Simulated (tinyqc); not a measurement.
# Tunnelling through a gate dielectric, WKB transmission and Tsu-Esaki current, step by step

Program tinyqc, `OMP_NUM_THREADS=1 python tinyqc.py 2540062 2540063 out.jsonl`; Intel Xeon 2.30GHz, shared host, one thread, about 0.02 s. Printed values are rounded.

Electrons leave the emitter at x = 0. Energies E (motion across the layers) are in eV from the emitter Fermi level; the collector Fermi level lies at -V and offers states at every E. No charge in the dielectric and no image force: F1 = V/t1, U = phi1 - F1 x. With C = hbar^2/(2 m0), kappa = sqrt(m (U - E)/C) where U > E and 0 elsewhere; T(E) = exp(-S), S = 2 times the integral of kappa over x.

Inputs (values chosen for the exercise); dielectric values close to those of silicon dioxide:
```
symbol,value,unit,meaning
T,300,K,temperature
Ef,0.36,eV,Fermi energy of the emitter above its band bottom
me,0.43,m0,emitter mass in the supply function
phi1,3,eV,barrier of layer 1 above the emitter Fermi level at zero bias
m1,0.5,m0,tunnelling mass of layer 1
t1,6,nm,thickness of layer 1
V,4.8,V,voltage across the dielectric
E,-0.23,eV,energy of the electron followed
nc,7,,cells in each layer
Ea,-0.36,eV,lower end of the energy grid
Eb,0.39,eV,upper end of the energy grid
nE,15,,points of the energy grid
```

Constants: q = 1.602176634e-19 C, kB = 1.380649e-23 J/K, hbar = 1.054571817e-34 J s, m0 = 9.1093837015e-31 kg, Vt = kB T/q, hbar^2/(2 m0) = 0.0380998212 eV nm^2. Results are converted to the units shown.

## Fields and band edges

F1 = V/t1, U = phi1 - F1 x.

F1 = 8 MV/cm
U at x = t1 = -1.8 eV

## WKB exponent by the midpoint rule

Cut each layer into nc equal cells, take U and kappa at the cell centres, and sum S = 2 sum kappa h.

```
cell   x (nm)    U (eV)  kappa (1/nm)
0     0.42857   2.65714       6.15542
1     1.28571   1.97143       5.37497
2     2.14286   1.28571       4.45997
3     3.00000   0.60000       3.30037
4     3.85714  -0.08571       1.37605
5     4.71429  -0.77143       0.00000
6     5.57143  -1.45714       0.00000
```

S = 35.4288
T(E) = 4.10658e-16

## WKB exponent in closed form

Each layer adds (2/F) sqrt(m/C) [G(u at its left edge) - G(u at its right edge)] to S, with u = U - E (0 where negative) and G(u) = (2/3) u^1.5. The slope follows from 1/d = -dS/dE.

S = 35.0490
T(E) = 6.00340e-16
energy d over which T(E) grows by a factor e = 0.061438 eV

The midpoint rule gives S = 35.429, so its T(E) is 32 % below this value. The band edge of layer 1 drops below E inside the layer: the barrier there is triangular (the Fowler-Nordheim case).

## Current density on a coarse energy grid

J = J0 times the integral of T(E) N(E) dE, N = ln[(1 + exp(-E/Vt))/(1 + exp((-E - V)/Vt))], J0 = q^2 me m0 kB T/(2 pi^2 hbar^3) (times 1e-4 for A/cm^2 per eV), by Simpson's rule on nE equally spaced points from Ea to Eb.

```
point     E (eV)         T(E)           N       T(E) N
0      -0.360000  7.08371e-17     13.9254  9.86437e-16
1      -0.306429  1.71772e-16     11.8532  2.03604e-15
2      -0.252857  4.13560e-16     9.78101  4.04503e-15
3      -0.199286  9.88542e-16     7.70916  7.62084e-15
4      -0.145714  2.34583e-15     5.64004  1.32306e-14
5      -0.092143  5.52607e-15     3.59217  1.98506e-14
6      -0.038571  1.29219e-14     1.69489  2.19011e-14
7       0.015000  2.99915e-14    0.444540  1.33324e-14
8       0.068571  6.90882e-14   0.0681048  4.70524e-15
9       0.122143  1.57947e-13  0.00883427  1.39535e-15
10      0.175714  3.58339e-13  0.00111657  4.00112e-16
11      0.229286  8.06709e-13  1.40650e-4  1.13463e-16
12      0.282857  1.80198e-12  1.77095e-5  3.19121e-17
13      0.336429  3.99354e-12  2.22971e-6  8.90443e-18
14      0.390000  8.78027e-12  2.80730e-7  2.46488e-18
```

J0 = 1.79897e8 A/(cm^2 eV)
J = 8.57877e-7 A/cm^2

The integrand peaks at E = -0.0386 eV among these points. A converged quadrature from -Ef to above the barrier gives 8.600e-7 A/cm^2; this grid is 0.24 % below that.
